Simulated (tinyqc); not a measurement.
Worked calculation: free-carrier optics of a doped semiconductor (Drude model with one polar phonon). Values are carried at full precision from step to step, so a last printed digit may differ when a step is redone from the rounded ones.

eps(E) = ei [1 - Ep^2/(E^2 + i E Gam)] + (es - ei) wT^2/(wT^2 - E^2 - i E gT), with Ep^2 = 8 pi c (e^2/(4 pi eps0)) N/(m ei), c = hbar^2/2m0, N in 1/angstrom^3 (1e-24 per 1/cm^3); Gam = hbar/tau, tau = mu m m0/e with m0/e = 5.685630e-12 kg/C and mu in m^2/(V s). Energies in meV.

Constants: hbar^2/2m0 = 3.80998211 eV angstrom^2; e^2/(4 pi eps0) = 14.39964547 eV angstrom; hbar = 6.58211957e-16 eV s; hbar c = 1973.269805 eV angstrom.

Values chosen for the exercise (mass and dielectric values near those of InSb; N and mu are free inputs; interband absorption and the rise of the mass with filling are left out; not measured data):

| symbol | value | unit | meaning |
|---|---|---|---|
| N | 5.2e+16 | 1/cm^3 | carrier density |
| m | 0.0138 | m0 | conductivity mass |
| mu | 9900 | cm^2/(V s) | mobility |
| ei | 15.93 |  | high-frequency dielectric constant |
| wT | 22.4 | meV | TO phonon |
| es | 16.73 |  | static dielectric constant |
| gT | 0.8 | meV | phonon damping |
| E | 51.9 | meV | photon energy |

## Plasma energy and damping

Evaluate Ep, tau, Gam, the plasma wavelength hc/Ep (hc = 1239.841984 eV nm) and the dc resistivity 1/(e N mu), e = 1.602176634e-19 C.

Ep = 18.06 meV
tau = 77.68 fs
Gam = 8.47 meV
plasma wavelength = 68.65 micrometre
rho = 0.0121 ohm cm

Ep/Gam = 2.13: the edge is smeared by scattering.

## Dielectric function at one energy

Insert the numbers.

free-carrier term = -1.8788+0.3067i
eps = 13.8681+0.3102i

## Optical constants

n + i k = sqrt(eps1 + i eps2) with k >= 0; R = ((n - 1)^2 + k^2)/((n + 1)^2 + k^2) at normal incidence from vacuum; alpha = 2 E k/(hbar c), times 1e8 for 1/cm; loss function Im(-1/eps) = eps2/(eps1^2 + eps2^2).

Convert eps at the photon energy E (in meV) into the optical constants.

n = 3.7242
k = 0.0416
R = 0.3326
alpha = 219 1/cm

Light of this energy penetrates 1/alpha = 45.6 micrometre.

## Coupled plasmon-phonon modes

Without damping eps = 0 gives E^4 - (wL^2 + Ep^2) E^2 + Ep^2 wT^2 = 0 with wL = wT sqrt(es/ei) (Lyddane-Sachs-Teller).

wL = 22.96 meV

L-, L+ (meV): 17.07  23.70

L+ lies 0.75 meV above the larger of wL and Ep; L- lies below wT by 5.33 meV.

## Checks

- Integral of E eps2 of the free-carrier term against (pi/2) ei Ep^2 (meV^2): both 8161.3.

(tinyqc, `OMP_NUM_THREADS=1 python tinyqc.py 1682169 1682170 out.jsonl`, Intel(R) Xeon(R) Processor @ 2.30GHz, 1 thread, shared host, about 0.01 s.)
